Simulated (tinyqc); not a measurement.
# p-n diode with diffusion and depletion-layer recombination: two studies

Abrupt junction in the depletion approximation, low injection, full ionisation, neutral widths fixed, ohmic contact on the p side. Vj is the junction voltage; where a series resistance Rs is given, V = Vj + J Rs is the terminal voltage.

Inputs (values chosen for the exercise); band and dielectric values close to those of In0.53Ga0.47As:
- T = 300 K (temperature)
- Eg = 0.742 eV (band gap)
- eps_r = 13.7 (relative permittivity)
- Nc = 2.11e17 cm^-3 (conduction-band density of states at T)
- Nv = 7.68e18 cm^-3 (valence-band density of states at T)
- Na = 3.7e17 cm^-3 (acceptor density)
- Nd = 8.7e15 cm^-3 (donor density)
- mun = 3400 cm^2/(V s) (electron mobility in the p side)
- mup = 280 cm^2/(V s) (hole mobility in the n side)
- tn = 2e-9 s (electron lifetime)
- tp = 1e-9 s (hole lifetime)
- wp = 0.76 um (neutral width of the p side)
- wn = 17 um (neutral width of the n side)
- Sp = 1e7 cm/s (recombination velocity at the n contact)
- Rs = 0.002 ohm cm^2 (series resistance)
- Et = -0.15 eV (trap level above the intrinsic level)
- Vj = 0.33 V (junction voltage at which recombination is evaluated)

Constants: q = 1.602176634e-19 C, kB = 1.380649e-23 J/K, Vt = kB T/q, eps0 = 8.8541878128e-14 F/cm where lengths are in cm. Results are converted to the units shown.

Each table varies one quantity; the others keep the values above.

## Currents and ideality against junction voltage

ni = sqrt(Nc Nv) exp(-Eg/(2 Vt)), Eg in volts; D = mu Vt; Ln = sqrt(Dn tn), Lp = sqrt(Dp tp); J0n = q ni^2 Dn coth(wp/Ln)/(Ln Na); J0p = (q ni^2 Dp/(Lp Nd)) (s + tanh(wn/Lp))/(1 + s tanh(wn/Lp)), s = Sp Lp/Dp. J_diff = (J0n + J0p)(exp(Vj/Vt) - 1). Vbi = Vt ln(Na Nd/ni^2), W = sqrt(2 eps0 eps_r (Vbi - Vj)(1/Na + 1/Nd)/q), xp = W Nd/(Na + Nd), xn = W Na/(Na + Nd); u(x) = q Na (x + xp)^2/(2 eps0 eps_r) for x < 0 and Vbi - Vj - q Nd (xn - x)^2/(2 eps0 eps_r) for x > 0; p = Na exp(-u/Vt), n = Nd exp((u - Vbi + Vj)/Vt); U = ni^2 (exp(Vj/Vt) - 1)/(tp (n + ni exp(Et/Vt)) + tn (p + ni exp(-Et/Vt))); J_scr = q times the integral of U from -xp to xn. J = J_diff + J_scr. Ideality = (1/Vt) dVj/d ln J or (1/Vt) dV/d ln J; last column ni^2 exp(Vj/Vt)/N^2.

Result of one run:

| Vj (V) | J_diff (A/cm^2) | J_scr (A/cm^2) | J (A/cm^2) | V (V) | ideality against Vj | ideality against V | minority/doping, lighter side |
|---|---|---|---|---|---|---|---|
| 0.36 | 1.285 | 0.3081 | 1.593 | 0.3632 | 1.074 | 1.197 | 0.008190 |

What becomes of these results when the junction voltage at which recombination is evaluated Vj is changed from 0.36 to 0.43 V, all else the same?

Result of the changed run:

| Vj (V) | J_diff (A/cm^2) | J_scr (A/cm^2) | J (A/cm^2) | V (V) | ideality against Vj | ideality against V | minority/doping, lighter side |
|---|---|---|---|---|---|---|---|
| 0.43 | 19.27 | 1.520 | 20.79 | 0.4716 | 1.038 | 2.647 | 0.1228 |

The whole series:

| Vj (V) | J_diff (A/cm^2) | J_scr (A/cm^2) | J (A/cm^2) | V (V) | ideality against Vj | ideality against V | minority/doping, lighter side |
|---|---|---|---|---|---|---|---|
| 0.15 | 3.800e-4 | 5.781e-4 | 9.581e-4 | 0.1500 | 1.069 | 1.069 | 2.429e-6 |
| 0.18 | 0.001215 | 0.001602 | 0.002817 | 0.1800 | 1.083 | 1.083 | 7.752e-6 |
| 0.22 | 0.005714 | 0.005917 | 0.01163 | 0.2200 | 1.099 | 1.100 | 3.642e-5 |
| 0.25 | 0.01824 | 0.01502 | 0.03326 | 0.2501 | 1.109 | 1.111 | 1.162e-4 |
| 0.29 | 0.08570 | 0.04830 | 0.1340 | 0.2903 | 1.109 | 1.120 | 5.462e-4 |
| 0.32 | 0.2735 | 0.1098 | 0.3833 | 0.3208 | 1.098 | 1.127 | 0.001743 |
| 0.36 | 1.285 | 0.3081 | 1.593 | 0.3632 | 1.074 | 1.197 | 0.008190 |
| 0.39 | 4.101 | 0.6384 | 4.740 | 0.3995 | 1.056 | 1.423 | 0.02614 |
| 0.43 | 19.27 | 1.520 | 20.79 | 0.4716 | 1.038 | 2.647 | 0.1228 |

The ideality against Vj goes from 1.07 through a maximum of 1.11 (at Vj = 0.29 V among the rows listed) to 1.04. Diffusion overtakes recombination in the layer between Vj = 0.22 and 0.25 V. J_scr alone has an ideality of 1.14 between the first two rows and 1.78 between the last two. From Vj = 0.36 V the series resistance raises the terminal ideality by over a tenth; there J Rs = 0.12 Vt. Rows from Vj = 0.43 V on lie beyond low injection.

## Effect of the donor density

Same model as above.

J = J_diff + J_scr.

The same in every row: J0n (A/cm^2) = 2.812e-7; wn/Lp = 19.98.

Result of one run:

| Nd (cm^-3) | J0p (A/cm^2) | J_diff (A/cm^2) | J_scr (A/cm^2) | J_scr/J (%) |
|---|---|---|---|---|
| 1.2e16 | 6.309e-7 | 0.3190 | 0.1151 | 26.52 |

What becomes of these results when the donor density Nd is changed from 1.2e16 to 4.2e16 cm^-3, all else the same?

Result of the changed run:

| Nd (cm^-3) | J0p (A/cm^2) | J_diff (A/cm^2) | J_scr (A/cm^2) | J_scr/J (%) |
|---|---|---|---|---|
| 4.2e16 | 1.803e-7 | 0.1614 | 0.05054 | 23.85 |

The whole series:

| Nd (cm^-3) | J0p (A/cm^2) | J_diff (A/cm^2) | J_scr (A/cm^2) | J_scr/J (%) |
|---|---|---|---|---|
| 1e15 | 7.571e-6 | 2.746 | 0.5037 | 15.50 |
| 1.9e15 | 3.985e-6 | 1.492 | 0.3768 | 20.16 |
| 3.5e15 | 2.163e-6 | 0.8549 | 0.2616 | 23.43 |
| 6.5e15 | 1.165e-6 | 0.5057 | 0.1740 | 25.60 |
| 1.2e16 | 6.309e-7 | 0.3190 | 0.1151 | 26.52 |
| 2.3e16 | 3.292e-7 | 0.2135 | 0.07470 | 25.92 |
| 4.2e16 | 1.803e-7 | 0.1614 | 0.05054 | 23.85 |

As Nd goes from 1e15 to 4.2e16, J0p falls from 7.57e-6 to 1.80e-7 A/cm^2, J_scr falls from 0.504 to 0.0505 A/cm^2 and its share goes from 15.5 through a maximum of 26.5 (at Nd = 1.2e16 among the rows listed) to 23.8 %. J0p goes as Nd^(-1.00) at the start and Nd^(-1.00) at the end.

Computed by the program tinyqc: `OMP_NUM_THREADS=1 python tinyqc.py 2260148 2260149 out.jsonl`, one thread of a shared Intel Xeon 2.30GHz, about 0.01 s for the whole run.
